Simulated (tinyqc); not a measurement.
What moves the results: valley splitting in a one-orbital chain of atomic planes (second-neighbour model). A value that a table varies takes the place of the one given here.

Each (001) plane carries one orbital with energy e0, hopping v to the next plane and u to the second: E(phi) = e0 + 2 v cos(phi) + 2 u cos(2 phi), where phi = pi - k a/4 (the sign of every second orbital is chosen so that v > 0, which shifts the phase by pi). The minimum lies at cos(phi0) = -v/(4u), phi0 = pi - (pi/2) k0 for a valley at k0 (2 pi/a), and e0 puts it at zero. A slab of N planes has hard walls: the matrix simply ends.

A well of Nw planes between barriers of 40 planes each (as of a SiGe alloy, taken as an offset alone). With x = j - 39.5 for plane j = 0, 1, ..., the potential is V0 (f(x) + f(Nw - x)) + F (j - 40) a/4, f(y) = 1/(1 + exp(y/L)), a step for L = 0; L is in planes, 4 L is about the distance over which f goes from 0.88 to 0.12, and 1 MV/m = 1e-4 V/angstrom.

Constants: hbar^2/2m0 = 3.80998211 eV angstrom^2.

Inputs chosen for the exercise (near those of the Delta valleys of silicon; abrupt walls in this chain split the valleys several times more than measured wells; not measured data): a = 5.44 angstrom (lattice constant; planes lie a/4 apart); ml = 0.916 m0 (longitudinal mass); N0 = 35 (first number of planes); Nf = 80 (planes in the thick slab); V0 = 0.3 eV (barrier height); F = 15 MV/m (field); Nw = 49 (planes in the well); k0 = 0.841 2 pi/a (position of the valley).

## Splitting against the number of planes

u = 0.598779 eV
v = 0.591996 eV
e0 = 1.343881 eV
phi0 = 1.820553 rad

Ten slabs from N0 on, of thickness (N - 1) a/4 between the outer planes. Effective mass: E1 = (c/ml)(pi/W)^2 with W = (N + 2) a/4: the amplitude vanishes on two missing planes at each end, and the envelope has its nodes N + 2 spacings apart. Large-N estimate of the splitting: 16 pi^2 u |sin(phi0) sin((N + 2) phi0)|/(N + 2)^3.

Doublet (meV):

| N | thickness (angstrom) | mean level | effective mass | splitting | estimate |
|---|---|---|---|---|---|
| 35 | 46.24 | 16.20 | 16.21 | 1.782 | 1.778 |
| 36 | 47.60 | 15.33 | 15.37 | 0.164 | 0.110 |
| 37 | 48.96 | 14.58 | 14.59 | 1.446 | 1.468 |
| 38 | 50.32 | 13.85 | 13.87 | 0.801 | 0.767 |
| 39 | 51.68 | 13.18 | 13.20 | 0.877 | 0.912 |
| 40 | 53.04 | 12.57 | 12.58 | 1.096 | 1.082 |
| 41 | 54.40 | 11.98 | 12.00 | 0.258 | 0.292 |
| 42 | 55.76 | 11.46 | 11.46 | 1.072 | 1.076 |
| 43 | 57.12 | 10.94 | 10.96 | 0.268 | 0.242 |
| 44 | 58.48 | 10.48 | 10.49 | 0.814 | 0.829 |

The mean level falls smoothly, from 16.2 to 10.5 meV, within 0.3 % of the effective-mass value. The splitting swings between 0.164 (N = 36) and 1.782 meV (N = 35): one plane more or less changes the phase between the two walls by phi0 = 1.821 rad. The estimate misses the computed values by at most 0.054 meV.

## Splitting against the electric field

A thick slab in a field F: plane j = 0, 1, ... gains the energy F j a/4 (1 MV/m = 1e-4 V/angstrom), which presses the electron against the first wall. The exponent is the slope of ln(splitting) against ln F between 20 and 50 MV/m.

Doublet:

| F (MV/m) | mean level (meV) | splitting (meV) | splitting/F (meV per MV/m) |
|---|---|---|---|
| 1 | 8.27 | 0.2048 | 0.2048 |
| 2 | 12.53 | 0.3028 | 0.1514 |
| 5 | 22.65 | 0.7030 | 0.1406 |
| 10 | 35.51 | 1.4046 | 0.1405 |
| 20 | 55.48 | 2.8104 | 0.1405 |
| 30 | 71.88 | 4.2173 | 0.1406 |
| 50 | 99.32 | 7.0336 | 0.1407 |

exponent = 1.00

The splitting goes from 0.2048 to 7.0336 meV. At high field it grows as F^1.00: at a single hard wall it follows the squared slope of the envelope, which is proportional to F, while the level itself grows about as F^(2/3) (here F^0.64). A hard wall is the sharpest interface possible; real Si interfaces split several times less. At the lowest fields the second wall still interferes, so the last column is not yet constant.

## Sharp and graded interfaces

The lowest doublet for several interface widths L.

Doublet:

| L (planes) | 4 L (angstrom) | mean level (meV) | splitting (micro-eV) |
|---|---|---|---|
| 0.00 | 0.00 | 42.09 | 2111.81 |
| 0.25 | 1.36 | 42.39 | 1066.93 |
| 0.50 | 2.72 | 42.84 | 193.68 |
| 0.75 | 4.08 | 43.41 | 37.36 |
| 1.00 | 5.44 | 44.11 | 7.12 |
| 1.50 | 8.16 | 45.86 | 0.20 |
| 2.00 | 10.88 | 47.93 | 0.01 |

The mean level moves by +5.8 meV over the table, while the splitting falls from 2111.8 micro-eV at a step to 7.12 at L = 1 plane, a factor 297. Coupling the valleys needs the Fourier component of the potential at twice the valley wave vector, a period of a few planes, and grading removes it. Random alloy disorder, left out here, sets the splitting once this part is gone.

## What each parameter does

Step interfaces (L = 0). u, v, e0 follow from 8 u sin^2(phi0) = (2c/ml)/(a/4)^2, v = -4u cos(phi0), e0 = 2u + v^2/(4u), c = hbar^2/2m0. Each row changes one parameter from the base and keeps the others.

Results:

| case | mean level (meV) | splitting (micro-eV) |
|---|---|---|
| base | 42.09 | 2111.8 |
| k0 = 0.851 2 pi/a | 42.10 | 2100.3 |
| ml = 1.008 m0 | 40.80 | 2110.1 |
| V0 = 0.45 eV | 43.11 | 2113.6 |
| F = 30 MV/m | 63.63 | 4215.9 |
| Nw = 50 | 42.09 | 2107.1 |

The largest shifts from the base row, up to three for each result and ties (the steps differ in size, so this ranks the rows, not the parameters). mean level (meV): F +21.54, ml -1.30, V0 +1.02; unchanged at the printed digits by Nw. splitting (micro-eV): F +2104.1, k0 -11.5, Nw -4.7.

Run: tinyqc, `OMP_NUM_THREADS=1 python tinyqc.py 1450730 1450731 out.jsonl`; Intel(R) Xeon(R) Processor @ 2.30GHz, one thread, shared host; about 0.01 s of CPU time with all checks.
